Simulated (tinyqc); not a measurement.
## Gate sheet resistance from two finger widths

Question. At low frequency R = Rsh Wf/(3 L) + B/Wf, where B collects the channel and vertical terms. Find Rsh, B and the width of lowest R.

Parameters, values chosen for the exercise:
```
symbol,value,unit,meaning
L,0.2,um,channel length
```

input resistance of single fingers, contacted at one end, of width 1 and 9.3 um (ohm): [90.5, 152.21452]

Solution. R Wf is a straight line in Wf^2; the minimum of R lies where both terms are equal.

Rsh = 9.300 ohm/square
B = 75.00 ohm um
width of lowest R = 2.200 um

tinyqc, about 0.01 s, one thread, Intel Xeon 2.30GHz (shared host): `OMP_NUM_THREADS=1 python tinyqc.py 2262076 2262077 out.jsonl`
